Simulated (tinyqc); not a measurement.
From results back to parameters: Wannier function of the lower band of a two-orbital chain. Four cases, with inputs chosen for the exercise.

Problem. A band E(k) = H0 + 2 H1 cos(ka) + 2 H2 cos(2ka) is known at k = 0, pi/2a and pi/a. The values come from hidden hoppings; c = hbar^2/2m0.

Constants: hbar^2/2m0 = 3.80998211 eV angstrom^2.

Case 1.

Values chosen: a = 3.4 angstrom (period).

E (eV): 0 -1.9680, pi/2a -1.3820, pi/a -0.0360

Case 2.

Values chosen: a = 4.4 angstrom (period).

E (eV): 0 -2.5700, pi/2a -2.0940, pi/a -1.6580

Case 3.

Values chosen: a = 5.4 angstrom (period).

E (eV): 0 -3.9760, pi/2a -2.8440, pi/a -0.8400

Case 4.

Values chosen: a = 5.7 angstrom (period).

E (eV): 0 -1.9920, pi/2a -0.7580, pi/a 0.0840

Find: H0, H1, H2; m0/m at k = 0.

Solution. H0 = (E0 + 2 E1 + E2)/4, H1 = (E0 - E2)/4, H2 = (E0 - 2 E1 + E2)/8; the curvature at k = 0 gives m0/m = -(H1 + 4 H2) a^2/c.

Case 1.

H0, H1, H2 (eV): -1.192  -0.483  0.095

m0/m at k = 0 = 0.313

Case 2.

H0, H1, H2 (eV): -2.104  -0.228  -0.005

m0/m at k = 0 = 1.260

Case 3.

H0, H1, H2 (eV): -2.626  -0.784  0.109

m0/m at k = 0 = 2.663

Case 4.

H0, H1, H2 (eV): -0.856  -0.519  -0.049

m0/m at k = 0 = 6.097

Computed by tinyqc, one run a case: `OMP_NUM_THREADS=1 python tinyqc.py N N+1 out.jsonl` with N = 1481401, 1481443, 1481446, 1481447; one thread of a shared Intel(R) Xeon(R) Processor @ 2.30GHz, about 0.2 s a run at most.
